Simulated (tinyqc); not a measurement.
# Vertical double-diffused power MOSFET, components of the on-resistance: On-resistance against the rated breakdown voltage of the drift layer

Stripe cells of pitch Wp + a, two channels a cell. Current flows through the channels, spreads in the accumulation layer, passes the gap between the p bodies and spreads at 45 degrees into the drift layer below them. Low drain voltage, full ionisation.

Triangular field at breakdown with Ec = Kc N^(1/8): BV = eps0 eps_r Ec^2/(2 q N), so N = (eps0 eps_r Kc^2/(2 q BV))^(4/3); W = 2 BV/Ec; mu = mud (T/300 K)^(-bt); rho = 1/(q mu N); ideal resistance rho W. Pitch p = Wp + a, Cox = 3.9 eps0/tox; zero-bias depletion in the gap w0 = sqrt(2 eps0 eps_r Vbi/(q N Nj)), open gap g = a - 2 w0; R_ch = Lc p/(2 mch Cox Vov); R_acc = 0.6 a p/(4 mac Cox Vov), 0.6 being an empirical factor for current leaving the layer along its length; R_gap = (rho/Nj) xp p/g; spreading depth t = min(W, (p - g)/2); R_drift = (rho p/2) ln((g + 2 t)/g) + rho (W - t); R_on = the sum with Rs.

Parameters, values chosen for the exercise; bulk values close to those of 4H silicon carbide: temperature T = 400 K; relative permittivity eps_r = 9.42; critical-field constant Kc = 22200 V/cm per (cm^-3)^(1/8); drift mobility at 300 K mud = 794 cm^2/(V s); temperature exponent of the drift mobility bt = 2.1; gate oxide thickness (eps_r 3.9) tox = 37 nm; gate overdrive Vov = 13 V; channel mobility mch = 16 cm^2/(V s); accumulation-layer mobility mac = 180 cm^2/(V s); channel length Lc = 1 um; width of the p body in one cell, channels included Wp = 4.3 um; gap between neighbouring p bodies a = 2.5 um; depth of the p body xp = 1.2 um; doping of the gap over the drift doping Nj = 1; built-in voltage of the body junction Vbi = 2.83 V; substrate and contact resistance Rs = 0.098 mohm cm^2.

Constants: q = 1.602176634e-19 C, eps0 = 8.8541878128e-14 F/cm where lengths are in cm. Results are converted to the units shown.

The same in every row: R_ch (mohm cm^2) = 1.7515; R_acc (mohm cm^2) = 0.11677.

Result of one run:
```
R_gap (mohm cm^2)  R_drift (mohm cm^2)  R_on (mohm cm^2)  ideal (mohm cm^2)  largest term
0.16866                        0.22358            2.3585            0.14989       channel
```

Which rated breakdown voltage of the drift layer BV gave this result: 300, 490, 800 or 2100 V?

BV = 490 V.

The whole series:
```
BV (V)  R_gap (mohm cm^2)  R_drift (mohm cm^2)  R_on (mohm cm^2)  ideal (mohm cm^2)  largest term
300              0.080989             0.078155            2.1254           0.043962       channel
490               0.16866              0.22358            2.3585            0.14989       channel
800               0.36620              0.67542            3.0079            0.51050       channel
1300              0.85046               2.1085            4.9252             1.7184         drift
2100               2.2824               6.7095            10.958             5.6993         drift
3500               11.767               24.054            37.788             20.438         drift
```

R_on rises from 2.13 to 37.8 mohm cm^2. The channel term is the largest at BV = 300, the drift term from 1300 on. R_on is 48.3 times the ideal drift resistance in the first row and 1.85 times in the last. The ideal resistance goes as BV^(2.50), and R_on as BV^(2.42) between the last two rows.

Computed by the program tinyqc: `OMP_NUM_THREADS=1 python tinyqc.py 2230123 2230124 out.jsonl`, one thread of a shared Intel Xeon 2.30GHz, about 0.01 s for the whole run.
